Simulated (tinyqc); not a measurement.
All together: low-temperature mobility of a two-dimensional electron gas with static screening. Computed by tinyqc, a small Python program. Command: `OMP_NUM_THREADS=1 python tinyqc.py 3000474 3000475 out.jsonl twodeg walk`. One thread of a shared host (Intel(R) Xeon(R) Processor @ 2.30GHz), about 0.01 s of CPU time with the checks.

One subband is filled, the gas is degenerate and scatters at the Fermi circle; one permittivity serves on both sides of the interface. All formulas are in SI units, masses times m_0. Piezoelectric and polar phonons are left out, and n_s is taken as set by a gate, independent of N_i.

Inputs (values chosen for the exercise, modelled on a strained silicon well):
```
quantity                                        value    unit
in-plane mass m                                 0.194     m_0
mass across the layer m_z                       0.892     m_0
permittivity eps                                 11.9       -
valley degeneracy g_v                               2       -
sheet density n_s                             9.6e+11  1/cm^2
depletion charge N_d                          5.4e+10  1/cm^2
roughness height Delta                           0.71      nm
correlation length Lambda                         2.6      nm
remote charge density N_i                     4.3e+10  1/cm^2
distance d of the charges from the interface        3      nm
density rho                                      2329  kg/m^3
sound velocity v_l                               9030     m/s
deformation potential D_A                         9.5      eV
temperature T                                      20       K
```

Wave function: Fang-Howard. Roughness spectrum: exponential.

Constants: m_0 = 9.1093837015e-31 kg; e = 1.602176634e-19 C; eps_0 = 8.8541878128e-12 F/m; hbar = 1.054571817e-34 J s; k_B = 1.380649e-23 J/K.

Method:
- k_F = sqrt(2 pi n_s/g_v); E_F = hbar^2 k_F^2/(2 m); q_TF = g_v m e^2/(2 pi eps eps_0 hbar^2); Fang-Howard parameter b = [12 m_z e^2 (N_d + 11 n_s/32)/(eps eps_0 hbar^2)]^(1/3), mean depth 3/b; effective field F = e (N_d + n_s/2)/(eps eps_0).
- Form factors with u = q/b: screening G(q) = [1 + 9u/8 + 3u^2/8]/(1 + u)^3, remote charge P(q) = exp(-q d)/(1 + u)^3. Dielectric function eps(q) = 1 + q_TF G(q)/q, with q = 2 k_F sin(theta/2).
- Roughness: <|U|^2> = (e F)^2 S(q), S = pi Delta^2 Lambda^2/(1 + q^2 Lambda^2/2)^(3/2).
- 1/tau_t = (m/(pi hbar^3)) int_0^pi (1 - cos theta) <|U|^2>/eps(q)^2 dtheta; the quantum rate 1/tau_q drops the factor (1 - cos theta); 200 Gauss-Legendre points in s with theta = pi s^2, s from 0 to 1; mu = e tau_t/m.
- Remote charges: <|U|^2> = N_i [e^2 P(q)/(2 eps eps_0 q)]^2.
- Unscreened deformation potential in equipartition: 1/tau = m D_A^2 k_B T I/(rho v_l^2 hbar^3), I = int |psi|^4 dz = 3 b/16 for the Fang-Howard function (used for both wave-function options); mu = e tau/m. Bloch-Grueneisen temperature T_BG = 2 hbar v_l k_F/k_B.
- At the Fermi circle the rates add, so 1/mu is the sum; sheet resistance 1/(n_s e mu); mean free path hbar k_F mu/e; the quantum time adds the rates 1/tau_q, with the isotropic acoustic rate e/(m mu).

roughness mobility = 62454.0 cm^2/(V s)

remote-charge mobility = 238939 cm^2/(V s)

acoustic mobility = 101767 cm^2/(V s)

k_F = 0.173664 1/nm

tau_q, roughness = 9.96427 ps

tau_q, charges = 8.21741 ps

Mobilities:
```
process           mu (cm^2/(V s))  share of 1/mu (%)
roughness                   62454             53.331
remote charges         2.3894e+05             13.940
acoustic phonons       1.0177e+05             32.729
```

mobility mu = 33307 cm^2/(V s)

sheet resistance = 195.20 ohm

mean free path = 380.73 nm

Dingle ratio tau_t/tau_q = 1.1431

The largest single share of 1/mu (53 %) belongs to roughness: the field presses the gas against the interface, and the rate goes as F^2. The Dingle ratio of 1.14 marks mostly large-angle scattering. Caution: k_B T exceeds a quarter of E_F, so scattering at the Fermi circle alone and zero-temperature screening are rough. Caution: T is below the Bloch-Grueneisen temperature T_BG, so equipartition fails: the acoustic mobility is only a lower bound and the acoustic share of 1/mu is overstated.

Extremes, crossings and ranges named in words are read from the listed rows.
